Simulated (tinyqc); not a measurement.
Conductance of a narrow metal strip with scatterers (square lattice, Green functions), step by step. Values are carried at full precision from step to step, so a last printed digit may differ when a step is redone from the rounded ones.

A strip of W sites across with hard walls, site energy 0 and hopping -t. Mode n = 1 to W has profile chi_n(j) = sqrt(2/(W + 1)) sin(n j pi/(W + 1)) and energy en = -2t cos(n pi/(W + 1)); E = en - 2t cos(kn a). With z_n = exp(i kn a) (Im k > 0 for closed modes, |z| < 1) each lead gives the self-energy -t z_n in mode n. One column carries the site energies v, here a uniform barrier across the strip, as of a grain boundary. In the mode basis V_nm = sum_j chi_n(j) v_j chi_m(j), G = (E - en + 2 t z_n - V)^-1, and t_nm = 2t sqrt(sin(kn a) sin(km a)) G_nm in size for open modes. T = sum |t_nm|^2, conductance (2e^2/h) T.

Constants: e^2/h = 3.874045865e-05 S.

Inputs chosen for the exercise (hopping and spacing of the size met in Cu or Al; the lattice is a model; shifted at random, so the results belong to these values and not to a real crystal):
```
symbol  value            unit      meaning
t       1.08             eV        hopping
a       2.53             angstrom  spacing
W       3                          sites across
E       -1.94            eV        Fermi energy
v       (1.6, 1.6, 1.6)  eV        site energies in the scattering column
```

## Modes at the Fermi energy

For each n: en, cos(kn a) = (en - E)/(2t), z_n and the velocity 2 t a sin(kn a) (zero if closed).

Modes:
```
n  en (eV)  cos(k a)                 z  dE/dk (eV angstrom)
1  -1.5274   0.19104  0.19104+0.98158i               5.3641
2   0.0000   0.89815  0.89815+0.43969i               2.4028
3   1.5274   1.60525           0.34953               0.0000
```

2 of 3 modes are open, so the clean strip has a resistance of 6453 ohm, whatever its length.

## The scatterer in the mode basis

Form V_nm.

V (eV), rows n=1, n=2, n=3 and columns alike:
```
[[1.6000, 0, 0],
 [0, 1.6000, 0],
 [0, 0, 1.6000]]
```

A uniform column does not mix the modes.

## Green function and transmission

E - en + 2 t z_n = 2t (z_n - cos(kn a)). Invert, form |t_nm|^2 = (2t)^2 Im(z_n) Im(z_m) |G_nm|^2 and sum. The added resistance is 1/(2 (e^2/h) T) less the same for the clean strip.

G (1/eV), rows n=1, n=2, n=3 and columns alike:
```
[[-0.2268-0.3005i, 0.0000, 0.0000],
 [0.0000, -0.4622-0.2743i, 0.0000],
 [0.0000, 0.0000, -0.2319]]
```

|t_nm|^2, rows n=1, n=2, n=3 and columns alike:
```
[[0.6372, 0, 0],
 [0, 0.2605, 0],
 [0, 0, 0]]
```

T = 0.8977
added resistance = 7924 ohm

Mode 2 passes least (0.261) and mode 1 most (0.637); 0.0 % of the transmitted flux changes mode.

## Checks

- Transmitted plus reflected flux against the number of open modes: both 2.00000.

(tinyqc, `OMP_NUM_THREADS=1 python tinyqc.py 1452361 1452362 out.jsonl`, Intel(R) Xeon(R) Processor @ 2.30GHz, 1 thread, shared host, about 0.01 s.)
